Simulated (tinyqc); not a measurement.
Square on-chip spiral inductor, lumped pi model: one step of the calculation.

Outer diameter do = di + 2 n wd + 2 (n - 1) sp, mean da = (do + di)/2, fill p = (do - di)/(do + di), length l = 4 n da. L = 2.34 mu0 n^2 da/(1 + 2.75 p), mu0 = 4 pi 1e-7 H/m. Rs = rho l/(wd delta (1 - exp(-th/delta))), delta = sqrt(rho/(pi f mu0)). Cs = n wd^2 eps0 eo/hu across the coil. At each end Cox = l wd eps0 eo/(2 ho) leads to the substrate branch Rsi = 2 rs he/(l wd) in parallel with Csi = l wd eps0 11.7/(2 he). With one end grounded Y = 1/(Rs + i w L) + i w Cs + 1/[1/(i w Cox) + 1/(1/Rsi + i w Csi)], w = 2 pi f; Q = -Im Y/Re Y. Eddy currents in neighbouring turns and in the substrate are left out.

Problem. Admittance, quality factor and apparent inductance. Series branch 1/(Rs + i w L), substrate branch, total Y, Q = -Im Y/Re Y, apparent inductance Im(1/Y)/w, metal-only value w L/Rs, share of the loss in the substrate Re(substrate branch)/Re Y.

Values chosen for this exercise: frequency f = 1.3 GHz.

L = 0.57777062 nH
Rs = 1.3509773 ohm
Cs = 4.4679594 fF
Cox = 9.3348437 fF
Rsi = 1190.4762 ohm
Csi = 8.7018958 fF

Find: series branch; substrate branch; Y; Q; apparent inductance; w L/Rs; share of the loss in the substrate.

Solution.

series branch = 56.06-195.85i mS
substrate branch = 0.006715+0.075071i mS
Y = 56.07-195.73i mS
Q = 3.4908
apparent inductance = 0.57804 nH
w L/Rs = 3.4933
share of the loss in the substrate = 0.011975 %

Q is 99.9 % of the metal-only value.

Numbers from tinyqc (`OMP_NUM_THREADS=1 python tinyqc.py 2302157 2302158 out.jsonl`; about 0.01 s on one thread of a shared Intel Xeon 2.30GHz).
